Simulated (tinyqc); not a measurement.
Low-temperature mobility of a two-dimensional electron gas with static screening: one step, computed by the program tinyqc.

One subband is filled, the gas is degenerate and scatters at the Fermi circle; one permittivity serves on both sides of the interface. All formulas are in SI units, masses times m_0. Piezoelectric and polar phonons are left out, and n_s is taken as set by a gate, independent of N_i.

Question. Remote charges. Form factors of a sheet of zero thickness: G(q) = 1, P(q) = exp(-q d). Dielectric function eps(q) = 1 + q_TF G(q)/q, with q = 2 k_F sin(theta/2). Remote charges: <|U|^2> = N_i [e^2 P(q)/(2 eps eps_0 q)]^2. 1/tau_t = (m/(pi hbar^3)) int_0^pi (1 - cos theta) <|U|^2>/eps(q)^2 dtheta; the quantum rate 1/tau_q drops the factor (1 - cos theta); 200 Gauss-Legendre points in s with theta = pi s^2, s from 0 to 1; mu = e tau_t/m.

Inputs (values chosen for the exercise, modelled on a strained silicon well):
```
quantity,value,unit
in-plane mass m,0.183,m_0
permittivity eps,11.8,-
roughness height Delta,0.25,nm
correlation length Lambda,1.3,nm
remote charge density N_i,2.3e+10,1/cm^2
distance d of the charges from the interface,7.9,nm
temperature T,77,K
```

Wave function: ideal sheet. Roughness spectrum: Gaussian.

k_F = 0.2170804 1/nm

q_TF = 1.172271 1/nm

effective field F = 0.1206853 MV/cm

Constants: m_0 = 9.1093837015e-31 kg; hbar = 1.054571817e-34 J s; e = 1.602176634e-19 C; eps_0 = 8.8541878128e-12 F/m.

Give: tau_t, charges; tau_q, charges; remote-charge mobility; tau_t/tau_q, charges.

Answer.

tau_t, charges = 405.7 ps

tau_q, charges = 32.40 ps

remote-charge mobility = 3.899e+06 cm^2/(V s)

tau_t/tau_q, charges = 12.52

Caution: k_B T exceeds a quarter of E_F, so scattering at the Fermi circle alone and zero-temperature screening are rough.
